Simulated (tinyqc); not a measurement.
MP2 on RHF in the 6-311g basis, for H2, spin multiplicity 1, step by step. One step of it, computed by the program tinyqc.

Task: Iteration 6 (converged): orbitals. Diagonalise F' = X^T F X, C = X C', fill 1 alpha and 1 beta electrons from the bottom; D = 2 C_occ C_occ^T. Each column has its largest component positive (the first on a tie).

converged F (hartree), order 1H 1s, 1H 2s, 1H 3s, 2H 1s, 2H 2s, 2H 3s:
```
[[0.685908, -0.344981, -0.413760, -0.331377, -0.388004, -0.362321],
 [-0.344981, -0.273782, -0.348230, -0.388004, -0.412443, -0.367888],
 [-0.413760, -0.348230, -0.258318, -0.362321, -0.367888, -0.284012],
 [-0.331377, -0.388004, -0.362321, 0.685908, -0.344981, -0.413760],
 [-0.388004, -0.412443, -0.367888, -0.344981, -0.273782, -0.348230],
 [-0.362321, -0.367888, -0.284012, -0.413760, -0.348230, -0.258318]]
```

X, order 1H 1s, 1H 2s, 1H 3s, 2H 1s, 2H 2s, 2H 3s:
```
[[0.655983, -0.939657, -0.702015, 0.633489, 0.528512, 0.154964],
 [-1.909666, 1.480909, 0.801100, 0.108478, 0.338882, 0.238177],
 [2.451014, -0.851982, 0.812049, -0.510123, 0.122585, 0.243088],
 [-0.655983, -0.939657, 0.702015, 0.633489, -0.528512, 0.154964],
 [1.909666, 1.480909, -0.801100, 0.108478, -0.338882, 0.238177],
 [-2.451014, -0.851982, -0.812049, -0.510123, -0.122585, 0.243088]]
```

Give: F' = X^T F X; orbital energies; coefficients C; D after iteration 6.

Result:

F' = X^T F X (hartree):
```
[[1.2811, 0.0000, -0.9599, 0.0000, 0.3555, 0.0000],
 [0.0000, 2.0377, 0.0000, -1.0318, 0.0000, -0.0365],
 [-0.9599, 0.0000, 1.2862, 0.0000, -0.6791, 0.0000],
 [0.0000, -1.0318, 0.0000, 0.9464, 0.0000, -0.0573],
 [0.3555, 0.0000, -0.6791, 0.0000, 0.6217, 0.0000],
 [0.0000, -0.0365, 0.0000, -0.0573, 0.0000, -0.5159]]
```

orbital energies (hartree): [-0.5214, 0.1177, 0.3303, 0.5432, 2.5281, 2.6592]

coefficients C, order 1H 1s, 1H 2s, 1H 3s, 2H 1s, 2H 2s, 2H 3s:
```
[[0.1585, 0.1067, -0.0453, -0.0981, -1.0869, -1.1319],
 [0.3066, 0.0842, -0.8352, -1.3161, 1.6322, 1.2124],
 [0.1720, 1.4887, 0.8932, 1.8427, -1.0345, -0.4667],
 [0.1585, -0.1067, -0.0453, 0.0981, 1.0869, -1.1319],
 [0.3066, -0.0842, -0.8352, 1.3161, -1.6322, 1.2124],
 [0.1720, -1.4887, 0.8932, -1.8427, 1.0345, -0.4667]]
```

D after iteration 6, order 1H 1s, 1H 2s, 1H 3s, 2H 1s, 2H 2s, 2H 3s:
```
[[0.0502, 0.0972, 0.0545, 0.0502, 0.0972, 0.0545],
 [0.0972, 0.1880, 0.1054, 0.0972, 0.1880, 0.1054],
 [0.0545, 0.1054, 0.0591, 0.0545, 0.1054, 0.0591],
 [0.0502, 0.0972, 0.0545, 0.0502, 0.0972, 0.0545],
 [0.0972, 0.1880, 0.1054, 0.0972, 0.1880, 0.1054],
 [0.0545, 0.1054, 0.0591, 0.0545, 0.1054, 0.0591]]
```
